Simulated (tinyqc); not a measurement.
Energy and delay of logic against supply voltage: two steps of the calculation.

One expression serves below and above threshold: I(Vg) = Ik [ln(1 + exp((Vg - VT + dd V)/(al nf Vt)))]^al, with I_on = I(V) and I_off = I(0). Gate delay td = kd C V/I_on, clock period LD td. Per gate and cycle the switching energy is act C V^2 and the leakage energy I_off V LD td. No short-circuit current, no variation. Minima are sought above 0.09 V; below a few Vt gates no longer switch and the model has no meaning.

Inputs (values chosen for the exercise); values of the order met in logic technologies: temperature T = 330 K; threshold voltage at zero drain bias VT = 0.19 V; slope factor nf = 1.23; barrier lowering per volt of supply dd = 0.03; specific current of a gate Ik = 0.35 uA; exponent of the current law al = 1.89; load capacitance of a gate C = 0.33 fF; delay factor kd = 0.6; logic depth LD = 40; activity factor act = 0.05; supply voltage V = 0.5 V.

Constants: q = 1.602176634e-19 C, kB = 1.380649e-23 J/K, Vt = kB T/q. Results are converted to the units shown.

Question 1. Currents, delay and energies. I_on, I_off, td, clock frequency 1/(LD td), both energies and their sum.

Find: I_on; I_off; td; clock frequency; switching energy; leakage energy; energy.

Answer 1.

I_on = 7.1198 uA
I_off = 2.2027 nA
td = 13.905 ps
clock frequency = 1.7979 GHz
switching energy = 4.1250 aJ
leakage energy = 0.61258 aJ
energy = 4.7376 aJ

I_on/I_off = 3230; leakage makes up 12.9 % of the energy.

Question 2. New V. Minimum-energy supply: E(V) is the energy per gate and cycle; with h = 0.001 V, E' = (E(V + h) - E(V - h))/(2 h), E'' = (E(V - h) - 2 E(V) + E(V + h))/h^2, V(new) = V - E'/E''.

V after iteration 1 = 0.23831637 V

Give: E'; E''; V after iteration 2.

Answer 2.

E' = -4.9816 aJ/V
E'' = 199.55 aJ/V^2
V after iteration 2 = 0.26328 V

Program tinyqc, `OMP_NUM_THREADS=1 python tinyqc.py 2082172 2082173 out.jsonl`; Intel Xeon 2.30GHz, shared host, one thread, about 0.01 s.
